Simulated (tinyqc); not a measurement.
MOSFET in the linear regime without short-channel effects, parameter extraction from computed curves: extraction methods against the second mobility attenuation factor.

Inversion charge Q = Cox n Vt W0(exp((Vg - VT)/(n Vt))), W0 the Lambert function and n = nf; u = Q/Cox; mobility mu = mu0/(1 + th1 u + th2 u^2); channel resistance Rch = (L - dL)/(W mu Q); Id = Vd/(Rch + Rsd/W). Cox = eps0 eox/tox. Small Vd, no channel-length or drain effects.

From the continuous curve Id(Vg): tangent at peak gm (V_ext = Vg - Id/gm); constant current Id = 0.1 uA W/L; peak of d2Id/dVg2; Y = Id/sqrt(gm) drawn through Vg = VT + 0.6 and VT + 0.8 V, with intercept VT_Y and slope s. Mobilities gm,max L/(W Cox Vd) and s^2 L/(W Cox Vd) with the drawn L. Last column: share of Rsd/W in the total resistance at VT + 0.8 V.

Inputs (values chosen for the exercise); channel values of the order met in silicon transistors:

| symbol | value | unit | meaning |
|---|---|---|---|
| T | 200 | K | temperature |
| eox | 9.02 |  | relative permittivity of the gate insulator (close to aluminium oxide) |
| tox | 12 | nm | insulator thickness |
| mu0 | 130 | cm^2/(V s) | low-field mobility |
| th1 | 0.43 | 1/V | first mobility attenuation factor |
| VT | 0.34 | V | threshold voltage |
| nf | 1.43 |  | body factor |
| W | 1 | um | gate width |
| L | 0.14 | um | drawn gate length |
| dL | 0.008 | um | drawn less effective length |
| Rsd | 130 | ohm um | source plus drain resistance |
| Vd | 0.025 | V | drain voltage |

Constants: q = 1.602176634e-19 C, kB = 1.380649e-23 J/K, Vt = kB T/q, eps0 = 8.8541878128e-14 F/cm where lengths are in cm. Results are converted to the units shown.

Result of one run:

| th2 (1/V^2) | V_ext (V) | constant current (V) | second derivative (V) | VT_Y (V) | mobility from gm (cm^2/(V s)) | mobility from Y (cm^2/(V s)) | series share (%) |
|---|---|---|---|---|---|---|---|
| 0 | 0.346 | 0.399 | 0.334 | 0.382 | 102 | 128 | 4.46 |

What becomes of these results when the second mobility attenuation factor th2 is changed from 0 to 0.36 1/V^2, all else the same?

Result of the changed run:

| th2 (1/V^2) | V_ext (V) | constant current (V) | second derivative (V) | VT_Y (V) | mobility from gm (cm^2/(V s)) | mobility from Y (cm^2/(V s)) | series share (%) |
|---|---|---|---|---|---|---|---|
| 0.36 | 0.344 | 0.399 | 0.333 | 0.473 | 100 | 202 | 3.93 |

The whole series:

| th2 (1/V^2) | V_ext (V) | constant current (V) | second derivative (V) | VT_Y (V) | mobility from gm (cm^2/(V s)) | mobility from Y (cm^2/(V s)) | series share (%) |
|---|---|---|---|---|---|---|---|
| 0 | 0.346 | 0.399 | 0.334 | 0.382 | 102 | 128 | 4.46 |
| 0.06 | 0.346 | 0.399 | 0.334 | 0.397 | 102 | 137 | 4.36 |
| 0.12 | 0.345 | 0.399 | 0.333 | 0.412 | 101 | 147 | 4.27 |
| 0.18 | 0.345 | 0.399 | 0.333 | 0.427 | 101 | 159 | 4.18 |
| 0.24 | 0.345 | 0.399 | 0.333 | 0.442 | 101 | 172 | 4.09 |
| 0.3 | 0.344 | 0.399 | 0.333 | 0.458 | 100 | 186 | 4.01 |
| 0.36 | 0.344 | 0.399 | 0.333 | 0.473 | 100 | 202 | 3.93 |

The model has VT = 0.34 V and mu0 = 130 cm^2/(V s). Over the table the extracted thresholds move by 2.3 mV (tangent), under 0.5 mV (constant current), 0.50 mV (second derivative), 91 mV (Y function). The mobility from gm falls from 102 to 100 and that from Y rises from 128 to 202 cm^2/(V s).

Numbers from tinyqc (`OMP_NUM_THREADS=1 python tinyqc.py 2210041 2210042 out.jsonl`; about 0.01 s on one thread of a shared Intel Xeon 2.30GHz).
